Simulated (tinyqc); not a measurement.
Trap depth and cross-section from two peaks.

Question. A DLTS peak lies where ew = sn g T^2 exp(-Et/kB T), g = vth Nc/(300 K)^2. Find Et and sn.

Inputs (values chosen for the exercise): conduction-band density of states at 300 K Nc = 5.74e17 cm^-3; thermal velocity at 300 K vth = 4e7 cm/s.

Constants: q = 1.602176634e-19 C, kB = 1.380649e-23 J/K. Results are converted to the units shown.

peak temperatures for ew = 10 and 500 1/s (K): 108.00239  127.29923

Solution. The slope of ln(ew/T^2) against q/kB T is -Et, and the intercept is ln(sn g).

Et = 0.2200 eV
sn = 6.200e-14 cm^2

Program tinyqc, `OMP_NUM_THREADS=1 python tinyqc.py 2050127 2050128 out.jsonl`; Intel Xeon 2.30GHz, shared host, one thread, about 0.01 s.
